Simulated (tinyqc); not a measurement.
Inside a calculation. Model: rapid thermal processing of a wafer: radiative balance, ramp and cooling, pattern effects, pyrometer error and spike budget. Computed by tinyqc, a small Python program that keeps every step. Command: `OMP_NUM_THREADS=1 python tinyqc.py 3113437 3113438 out.jsonl rtp walk`. One thread of a shared host (Intel(R) Xeon(R) Processor @ 2.30GHz), about 0.04 s of CPU time with the checks. Intermediate numbers are printed to about 6 digits and carried at full precision; extremes and crossings named in words are read from the listed rows.

The wafer is opaque and uniform through its thickness unless said otherwise; temperatures in formulas are in kelvin (C + 273.15). sigma = 5.670374419e-12 W/(cm^2 K^4).

Inputs (values chosen for the exercise, modelled on a hot silicon wafer):

| quantity | value | unit |
|---|---|---|
| wafer thickness d | 625 | micrometre |
| heat capacity per volume C | 2.01 | J/(cm^3 K) |
| thermal conductivity k | 0.3 | W/(cm K) |
| emissivity eps of each face | 0.55 | - |
| reflectivity of the chamber walls r | 0.017 | - |
| gas heat-transfer coefficient h, both faces together | 1.1 | mW/(cm^2 K) |
| wall temperature T_w | 500 | K |
| process temperature | 632 | C |
| starting temperature | 500 | C |
| ramp rate | 340 | K/s |
| relative change of absorptivity over a pattern | 11 | % |
| period of the pattern | 1 | mm |
| pyrometer wavelength | 0.9 | micrometre |
| error of the assumed emissivity | 2.5 | % |
| activation energy of the process E_a | 3.66 | eV |

Constants: k_B = 8.617333262e-05 eV/K; h = 6.62607015e-34 J s; c = 299792458 m/s; k_B = 1.380649e-23 J/K.

## Power to hold and to ramp

Effective emissivity between parallel grey plates: eps_eff = 1/(1/eps + 1/(1 - r) - 1). Loss per area q(T) = 2 eps_eff sigma (T^4 - T_w^4) + h (T - T_w). Absorbed power during a ramp = q(T) + C d x ramp rate; thermal time constant tau = C d/(dq/dT), dq/dT = 8 eps_eff sigma T^3 + h; natural cooling rate q/(C d); front-to-back difference under one-sided heating at the end of the ramp = (absorbed power) d/(2 k).

eps_eff = 0.544818

holding power q = 4.20689 W/cm^2

power at the end of the ramp = 46.9194 W/cm^2

dq/dT = 19.4280 mW/(cm^2 K)

time constant tau = 6.46619 s

natural cooling rate = 33.4877 K/s

front-to-back difference = 4.88744 K

Radiation carries 89 % of the loss. The ramp needs 11.2 times the holding power.

## Cooling curve

Cooling with the lamps off: C d dT/dt = -q(T), integrated adaptively (relative tolerance 1e-10).

Lamps off at t = 0:

| t (s) | T (C) | cooling rate (K/s) |
|---|---|---|
| 0.65 | 611.269 | 30.3840 |
| 1.30 | 592.403 | 27.7322 |
| 2.60 | 559.262 | 23.4508 |
| 4.50 | 519.301 | 18.8825 |
| 6.50 | 485.152 | 15.4502 |
| 9.70 | 442.167 | 11.6883 |
| 16.00 | 383.428 | 7.4374 |
| 26.00 | 327.367 | 4.2023 |

The rate falls from 33.5 K/s at t = 0 to 4.20 K/s in the last row.

## Thermal budget of a spike

Spike anneal: linear ramp to the peak, then lamps off. Equivalent time at the peak = int exp(-(E_a/k_B)(1/T - 1/T_peak)) dt; estimate (k_B T^2/E_a)(1/ramp rate + 1/cooling rate). The ramp part uses 4000 trapezoid steps, the cooling part 4000 steps over 4 tau. Time within 50 K of the peak from the same curves.

equivalent time, ramp = 0.0544466 s

equivalent time, cooling = 0.603949 s

equivalent time, total = 0.658395 s

estimate = 0.632768 s

time within 50 K of the peak = 1.83200 s

Cooling supplies 92 % of the budget.

## What a faster ramp buys

The formulas are those given above.

Against the ramp rate:

| ramp (K/s) | ramp part (s) | cooling part (s) | total (s) | power at the peak (W/cm^2) |
|---|---|---|---|---|
| 10 | 1.85118 | 0.603949 | 2.45513 | 5.463 |
| 25 | 0.74047 | 0.603949 | 1.34442 | 7.348 |
| 50 | 0.37024 | 0.603949 | 0.97419 | 10.488 |
| 100 | 0.18512 | 0.603949 | 0.78907 | 16.769 |
| 250 | 0.07405 | 0.603949 | 0.67800 | 35.613 |
| 500 | 0.03702 | 0.603949 | 0.64097 | 67.019 |
| 1000 | 0.01851 | 0.603949 | 0.62246 | 129.832 |

From 10 to 100 K/s the total falls by a factor 3.1, from 100 to 1000 K/s by 1.27: the cooling part, 0.604 s, is a floor, and the natural cooling rate here is 33.5 K/s.

## Pattern effect

At steady state a sinusoidal change of absorbed power of relative amplitude a and period p gives the temperature amplitude a q/(dq/dT + k d (2 pi/p)^2); healing length l = sqrt(k d/(dq/dT)); process change = E_a dT/(k_B T^2). Emissivity is taken as unchanged.

healing length l = 9.82396 mm

amplitude without lateral conduction = 23.8192 K

amplitude = 0.00624999 K

change of the process rate = 0.0324001 %

Lateral conduction cuts the amplitude to 0.026 %, since p/(2 pi l) = 0.016.

## Pyrometer error

Signal proportional to eps/(exp(c2/(lambda T)) - 1), c2 = h c/k_B. If the assumed emissivity is too high by the given error, the reading T' solves (1 + error)/(exp(c2/(lambda T')) - 1) = 1/(exp(c2/(lambda T)) - 1). Wien estimate: T' - T = -lambda T^2 ln(1 + error)/c2. Process rates go as exp(-E_a/(k_B T)).

c2 = 14387.8 micrometre K

c2/(lambda T) = 17.6616

reading less true temperature = -1.26372 K

Wien estimate = -1.26549 K

rate at T over rate at T', less 1 = 6.78028 %

Checks made by the program: cooling time against quadrature of C d dT/q (relative difference 5e-08).
